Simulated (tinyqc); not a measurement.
Changing the trap level E_t - E_i: trap-assisted generation and recombination current of an abrupt junction. Computed by tinyqc, a small Python program. Command: `OMP_NUM_THREADS=1 python tinyqc.py 3023366 3023367 out.jsonl junctionleak sweep`. One thread of a shared host (Intel(R) Xeon(R) Processor @ 2.30GHz), about 0.03 s of CPU time with the checks.

Depletion approximation, flat quasi-Fermi levels across the depleted layer, long neutral regions with minority lifetimes tau_n and tau_p, full ionisation and Boltzmann statistics. Voltages in exponents stand for e V.

Inputs (values chosen for the exercise, with bands and screening modelled on germanium):
```
quantity,value,unit
gap E_g,0.655,eV
electron mass m_e,0.223,m_0
valleys M_c,4,-
hole mass m_h,0.335,m_0
dielectric constant eps,16.4,-
acceptor density N_A,2.7e+16,cm^-3
donor density N_D,6.7e+17,cm^-3
capture time tau_n,2.8e-07,s
capture time tau_p,3.5e-07,s
electron diffusion coefficient D_n,56,cm^2/s
hole diffusion coefficient D_p,1.2,cm^2/s
forward bias V,0.32,V
reverse bias V_r,6.7,V
temperature T,250,K
```

Field enhancement: none.

Constants: k_B = 8.617333262e-05 eV/K; m_0 = 9.1093837015e-31 kg; k_B = 1.380649e-23 J/K; h = 6.62607015e-34 J s; e = 1.602176634e-19 C; eps_0 = 8.8541878128e-12 F/m.

Method:
- N_c = 2 M_c (2 pi m_e k_B T/h^2)^(3/2) and N_v = 2 (2 pi m_h k_B T/h^2)^(3/2), masses in units of m_0.
- n_i = sqrt(N_c N_v) exp(-E_g/2 k_B T); V_bi = (k_B T/e) ln(N_A N_D/n_i^2); diffusion saturation current J_d0 = e n_i^2 [sqrt(D_n/tau_n)/N_A + sqrt(D_p/tau_p)/N_D].
- W = sqrt(2 eps eps_0 (V_bi - V)(1/N_A + 1/N_D)/e), x_p = W N_D/(N_A + N_D), x_n = W - x_p, peak field F_m = 2 (V_bi - V)/W; reverse bias means V = -V_r.
- Potential from the p edge: phi = (V_bi - V) x^2/(x_p W) on the p side and (V_bi - V)[1 - (W - x)^2/(x_n W)] on the n side; p = N_A exp(-phi/k_B T), n = n_i^2 exp(V/k_B T)/p; U = (n p - n_i^2)/[tau_p (n + n_i exp(dE/k_B T)) + tau_n (p + n_i exp(-dE/k_B T))], dE = E_t - E_i, n1 = n_i exp(dE/k_B T), p1 = n_i exp(-dE/k_B T); J_t = e int U dx by the trapezoid rule on 400 intervals on each side.
- Generation lifetime tau_g = tau_p exp(dE/k_B T) + tau_n exp(-dE/k_B T); textbook estimate e n_i W/tau_g; generation current J_g = -J_t; total = J_g + J_d0 (1 - exp(-V_r/k_B T)).
- Total J = J_t + J_d0 (exp(V/k_B T) - 1); ideality n = (e/k_B T) dV/d ln J, central difference of 1 mV.

One run for each value:
```
trap level E_t - E_i (eV),generation current (A/cm^2),recombination current in the layer (A/cm^2),ideality factor,tau_g (s)
-0.300,4.933e-11,0.000021,1.000,3.125e-01
-0.220,1.948e-09,0.000546,1.000,7.624e-03
-0.150,4.640e-08,0.002113,1.002,2.958e-04
-0.075,1.414e-06,0.002461,1.002,9.112e-06
0.000,1.970e-05,0.002474,1.002,6.300e-07
0.075,1.136e-06,0.002458,1.002,1.138e-05
0.150,3.731e-08,0.002041,1.002,3.698e-04
0.230,9.916e-10,0.000324,1.000,1.516e-02
0.300,3.949e-11,0.000017,1.000,3.907e-01
```

Over the rows, generation current (A/cm^2) goes from 4.93e-11 through a maximum among these rows, 1.97e-5 at 0, to 3.95e-11; recombination current in the layer (A/cm^2) goes from 2.10e-5 through a maximum among these rows, 0.00247 at 0, to 1.69e-5; ideality factor goes from 1.00 through a maximum among these rows, 1.00 at 0, to 1.00. Generation is largest where the two terms of tau_g are equal, at dE = (k_B T/2) ln(tau_n/tau_p) = -0.002 eV, apart from edge effects.

Caution (all rows): at such a field avalanche multiplication or band-to-band tunnelling, left out here, may dominate the reverse current.

Extremes, crossings and ranges named in words are read from the listed rows.
